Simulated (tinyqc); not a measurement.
Charge pumping in an n-channel transistor: triangular pulses against frequency.

The gate is pulsed from accumulation to inversion and back. Energies E are counted from the intrinsic level; Dit(E) = D0 [1 + b (2 E/Eg)^2]. During each edge the traps near the bands emit their carriers, and those between Eh and Ee recombine once a cycle.

For a symmetric triangular wave tr = tf = 1/(2 f). ni = sqrt(Nc Nv) exp(-Eg/(2 Vt)), Eg in volts; emission times te = (dV/Va) tf and th = (dV/Va) tr; Ee = -Vt ln(vth sn ni te), Eh = +Vt ln(vth sp ni th). Nit = integral of Dit from Eh to Ee = D0 [Ee - Eh + 4 b (Ee^3 - Eh^3)/(3 Eg^2)], Qcp = q A Nit, Icp = f Qcp.

Inputs (values chosen for the exercise); band and dielectric values close to those of silicon:
- T = 300 K (temperature)
- Eg = 1.13 eV (band gap)
- Nc = 2.76e19 cm^-3 (conduction-band density of states at 300 K)
- Nv = 2.62e19 cm^-3 (valence-band density of states at 300 K)
- A = 3.5 um^2 (gate area)
- D0 = 1.6e10 cm^-2 eV^-1 (trap density at midgap)
- b = 3 (rise of the trap density towards the band edges)
- sn = 9.7e-16 cm^2 (cross-section for electrons)
- sp = 1.8e-16 cm^2 (cross-section for holes)
- vth = 1.7e7 cm/s (thermal velocity at 300 K, one nominal value for electrons and holes)
- dV = 1.02 V (Vth - Vfb)
- Va = 2.9 V (pulse height)

Constants: q = 1.602176634e-19 C, kB = 1.380649e-23 J/K, Vt = kB T/q. Results are converted to the units shown.

Triangular pulses against frequency:
```
f (Hz)	Ee (eV)	Eh (eV)	Nit (cm^-2)	Icp (pA)	Qcp (fC)
2200	0.1156	-0.1591	4.675e9	0.05768	0.02622
5100	0.1373	-0.1809	5.518e9	0.1578	0.03094
12000	0.1595	-0.2030	6.422e9	0.4321	0.03601
26000	0.1794	-0.2230	7.284e9	1.062	0.04085
59000	0.2006	-0.2442	8.251e9	2.730	0.04627
1.3e5	0.2211	-0.2646	9.240e9	6.736	0.05182
3e5	0.2427	-0.2862	1.035e10	17.42	0.05806
6.9e5	0.2642	-0.3077	1.154e10	44.64	0.06469
1.6e6	0.2859	-0.3295	1.281e10	114.9	0.07184
3.5e6	0.3062	-0.3497	1.408e10	276.3	0.07894
```

What does the comparison show?

Qcp rises from 0.0262 to 0.0789 fC, by 0.0129 fC a decade between the first two rows and 0.0209 between the last two (2 q A D0 Vt ln 10 = 0.0107 fC): faster edges leave less time for emission and widen the window, so Icp grows faster than f, as f^(1.15).

Range of the model: The Fermi levels of inversion and accumulation are taken to lie beyond Ee and Eh, the flat tops to fill all traps, and no geometric current is added.

Program tinyqc, `OMP_NUM_THREADS=1 python tinyqc.py 2030135 2030136 out.jsonl`; Intel Xeon 2.30GHz, shared host, one thread, about 0.01 s.
